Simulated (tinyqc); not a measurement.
Finite square well with mass mismatch (envelope functions), step by step. Values are carried at full precision from step to step, so a last printed digit may differ when a step is redone from the rounded ones.

A square well of width L and depth V0, mass mw inside and mb outside, energies from the bottom of the well, c = hbar^2/2m0. k = sqrt(mw E/c), kappa = sqrt(mb (V0 - E)/c). psi and psi'/m are continuous at the walls (BenDaniel-Duke), so level n solves k L + 2 atan[(k/mw)/(kappa/mb)] = n pi.

Constants: hbar^2/2m0 = 3.80998211 eV angstrom^2.

Inputs chosen for the exercise (near those of the light valleys of a Si film in HfO2; the results hold for these values, not for the real material): L = 58 angstrom (well width); V0 = 1.57 eV (barrier height); mw = 0.185 m0 (mass in the well); mb = 0.174 m0 (mass in the barrier); alpha_w = 0.46 1/eV (non-parabolicity in the well); alpha_b = 0.32 1/eV (non-parabolicity in the barrier).

## How many levels are bound

At E = V0 the arctangent equals pi/2, so level n is bound if k0 L > (n - 1) pi with k0 = sqrt(mw V0/c). Compare with the infinitely deep well, E1(hard) = c (pi/L)^2/mw.

k0 = 0.27610 1/angstrom
k0 L/pi = 5.0974
number of bound levels = 6
E1(hard) = 0.0604 eV

The count does not depend on mb. One more level binds at L = 68.3 angstrom.

## The lowest level by bisection

f(E) = k L + 2 atan[(k/mw)/(kappa/mb)] - pi rises with E. Twelve halvings of [0, V0]: keep the half in which f changes sign.

Bisection:

| step | low (eV) | high (eV) | midpoint (eV) | k | kappa | f |
|---|---|---|---|---|---|---|
| 1 | 0.00000 | 1.57000 | 0.78500 | 0.19524 | 0.18934 | 9.7222 |
| 2 | 0.00000 | 0.78500 | 0.39250 | 0.13805 | 0.23190 | 5.8863 |
| 3 | 0.00000 | 0.39250 | 0.19625 | 0.09762 | 0.25048 | 3.2229 |
| 4 | 0.00000 | 0.19625 | 0.09813 | 0.06903 | 0.25927 | 1.3526 |
| 5 | 0.00000 | 0.09813 | 0.04906 | 0.04881 | 0.26355 | 0.0342 |
| 6 | 0.00000 | 0.04906 | 0.02453 | 0.03451 | 0.26567 | -0.8967 |
| 7 | 0.02453 | 0.04906 | 0.03680 | 0.04227 | 0.26461 | -0.3917 |
| 8 | 0.03680 | 0.04906 | 0.04293 | 0.04566 | 0.26408 | -0.1711 |
| 9 | 0.04293 | 0.04906 | 0.04600 | 0.04726 | 0.26382 | -0.0667 |
| 10 | 0.04600 | 0.04906 | 0.04753 | 0.04804 | 0.26369 | -0.0158 |
| 11 | 0.04753 | 0.04906 | 0.04830 | 0.04843 | 0.26362 | 0.0093 |
| 12 | 0.04753 | 0.04830 | 0.04791 | 0.04823 | 0.26365 | -0.0033 |

After twelve halvings the bracket is V0/4096 = 0.383 meV wide.

## Bound levels

Solve the condition for each n (six at most). With A = cos(kL/2) for even and sin(kL/2) for odd levels, the probability in the barriers is Pb = (A^2/kappa)/(A^2/kappa + L/2 +/- sin(kL)/(2k)), + for even.

Levels:

| n | parity | E (eV) | k (1/angstrom) | kappa (1/angstrom) | Pb |
|---|---|---|---|---|---|
| 1 | even | 0.0480 | 0.04828 | 0.26364 | 0.0034 |
| 2 | odd | 0.1913 | 0.09638 | 0.25093 | 0.0140 |
| 3 | even | 0.4273 | 0.14404 | 0.22845 | 0.0343 |
| 4 | odd | 0.7503 | 0.19087 | 0.19348 | 0.0703 |
| 5 | even | 1.1467 | 0.23596 | 0.13905 | 0.1432 |
| 6 | odd | 1.5526 | 0.27457 | 0.02817 | 0.5441 |

The lowest level lies at 79 % of the infinite-well value and decays into the barrier over 1/kappa = 3.8 angstrom. Above about 0.5 eV (from level 4 on) a parabolic band is a rough model.

## Mass in the plane and density of states

To first order in the in-plane energy, 1/m_par = (1 - Pb)/mw + Pb/mb for each subband. Each adds a step D = m_par/(2 pi c) to the density of states per area (spin included, one valley); 1/angstrom^2 = 1e16/cm^2.

Subbands:

| n | m_par (m0) | D (1e13/(eV cm^2)) |
|---|---|---|
| 1 | 0.1850 | 7.726 |
| 2 | 0.1848 | 7.721 |
| 3 | 0.1846 | 7.711 |
| 4 | 0.1842 | 7.694 |
| 5 | 0.1833 | 7.659 |
| 6 | 0.1788 | 7.471 |

The mass is taken as isotropic here; the valleys of Si are not, and in the plane they have sqrt(ml mt), about 0.42 m0, so their real steps are about twice as large.

## Levels with energy-dependent masses

Non-parabolic bands: mw is replaced by mw (1 + alpha_w E) and mb by mb (1 - alpha_b (V0 - E)), in k, kappa and the matching condition alike.

Solve the same condition with the energy-dependent masses, and list the shift from the parabolic levels that exist in both.

Levels:

| n | E (eV) | mass inside | mass outside | shift (meV) |
|---|---|---|---|---|
| 1 | 0.0501 | 0.1893 | 0.0894 | 2.1 |
| 2 | 0.1883 | 0.2010 | 0.0971 | -3.0 |
| 3 | 0.3891 | 0.2181 | 0.1082 | -38.2 |
| 4 | 0.6290 | 0.2385 | 0.1216 | -121.3 |
| 5 | 0.8910 | 0.2608 | 0.1362 | -255.6 |
| 6 | 1.1625 | 0.2839 | 0.1513 | -390.2 |

Level 1 moves by +2.1 meV and level 6 by -390.2 meV. The lighter mass deep in the barrier hardens the wall for low levels; the heavier mass in the well wins higher up.

## Checks

- Lowest level by finite differences (200 cells across the well) against the matching condition, eV: both 0.0480.

Computed by tinyqc, a small Python program: `OMP_NUM_THREADS=1 python tinyqc.py 1250914 1250915 out.jsonl` (the numbers bound the seed that draws the inputs); one thread of a shared host (Intel(R) Xeon(R) Processor @ 2.30GHz), about 0.01 s for the whole set of steps.
